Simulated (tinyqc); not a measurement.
Inversion-layer mobility, back-scattering and ballistic limit of a field-effect transistor: one step, computed by the program tinyqc. Command: `OMP_NUM_THREADS=1 python tinyqc.py 3025627 3025628 out.jsonl mos walk`. One thread of a shared host (Intel(R) Xeon(R) Processor @ 2.30GHz), about 0.01 s of CPU time with the checks.

The charge at the top of the source barrier is fixed by the gate; series resistance and short-channel effects are left out. F_j are Fermi integrals normalised to exp(eta) in the classical limit.

Problem. Ballistic limit. Non-degenerate: every F_j(eta) is replaced by exp(eta). Ballistic channel: N_2D = g_v m k_B T/(pi hbar^2), U = e V_D/(k_B T); eta_F solves N_inv = (N_2D/2)[F_0(eta_F) + F_0(eta_F - U)]; v_T = sqrt(2 k_B T/(pi m)); I/W = e (N_2D/2) v_T [F_1/2(eta_F) - F_1/2(eta_F - U)]; injection velocity v_T F_1/2(eta_F)/F_0(eta_F).

Inputs (values chosen for the exercise, modelled on a 4H-SiC n-channel):

| quantity | value | unit |
|---|---|---|
| transport mass m | 0.3 | m_0 |
| valley degeneracy g_v | 3 | - |
| drain voltage V_D | 0.05 | V |
| temperature T | 300 | K |

Statistics at the top of the barrier: non-degenerate.

inversion density N_inv = 1.171931e+12 1/cm^2

Constants: m_0 = 9.1093837015e-31 kg; k_B = 1.380649e-23 J/K; hbar = 1.054571817e-34 J s; k_B = 8.617333262e-05 eV/K; e = 1.602176634e-19 C.

Give: N_2D; eta_F; thermal velocity v_T; injection velocity; ballistic current I/W.

Solution.

N_2D = 9.719e+12 1/cm^2

eta_F = -1.557

thermal velocity v_T = 0.9823 1e7 cm/s

injection velocity = 0.9823 1e7 cm/s

ballistic current I/W = 137.8 microampere/micrometre
